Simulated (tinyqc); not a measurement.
# Access strength from the read disturbance

Question. Transistor (EKV form, voltages against the body): I = 2 n b Vt^2 [F(vp - Vs) - F(vp - Vd)] from drain to source, F(v) = ln^2(1 + exp(v/(2 Vt))), vp = (Vg - VT + sg |Vd - Vs|)/n. n-channel bodies are at 0; for the p-channel device all voltages are counted down from Vdd. b in uA/V^2 gives I in uA. In an SRAM read the low node Q obeys In(gate QB, drain Q) = Ip(gate QB, drain Q) + Ia, where the access transistor (threshold VTn) has its gate and drain at Vdd and its source at Q. Find Ia, ba and the cell ratio bn/ba.

Inputs (values chosen for the exercise):

| symbol | value | unit | meaning |
|---|---|---|---|
| T | 350 | K | temperature |
| Vdd | 0.9 | V | supply voltage |
| n | 1.2 |  | slope factor |
| sg | 0.069 |  | drain-induced barrier lowering |
| VTn | 0.44 | V | n-channel threshold |
| VTp | 0.37 | V | p-channel threshold (magnitude) |
| bn | 560 | uA/V^2 | gain factor of the pull-down transistor |
| bp | 280 | uA/V^2 | gain factor of the pull-up transistor |

Constants: q = 1.602176634e-19 C, kB = 1.380649e-23 J/K, Vt = kB T/q. Results are converted to the units shown.

Q and QB in the read (V): 0.086066587  0.89999695

Solution. The node equation gives Ia, which is proportional to ba.

Ia = 19.91 uA
ba = 280.0 uA/V^2
cell ratio = 2.000

Program tinyqc, `OMP_NUM_THREADS=1 python tinyqc.py 2340123 2340124 out.jsonl`; Intel Xeon 2.30GHz, shared host, one thread, about 0.2 s.
